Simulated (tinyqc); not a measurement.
Barrier and mass from two temperatures.

Inverse problem. The saturation current of a Schottky diode is J0 = A* T^2 exp(-q phi/(kB T)) with a fixed barrier and A* = 4 pi q me m0 kB^2/h^3 (times 1e-4 for A/(cm^2 K^2)). Find phi, A* and me.

Constants: q = 1.602176634e-19 C, kB = 1.380649e-23 J/K, h = 6.62607015e-34 J s, m0 = 9.1093837015e-31 kg. Results are converted to the units shown.

J0 at 250 and 400 K (A/cm^2): [1.7626689e-19, 1.2705589e-9]

Answer. The slope of ln(J0/T^2) against q/(kB T) is -phi and the intercept is ln A*.

phi = 1.250 eV
A* = 44.58 A/(cm^2 K^2)
me = 0.3710 m0

Numbers from tinyqc (`OMP_NUM_THREADS=1 python tinyqc.py 2640096 2640097 out.jsonl`; about 0.01 s on one thread of a shared Intel Xeon 2.30GHz).
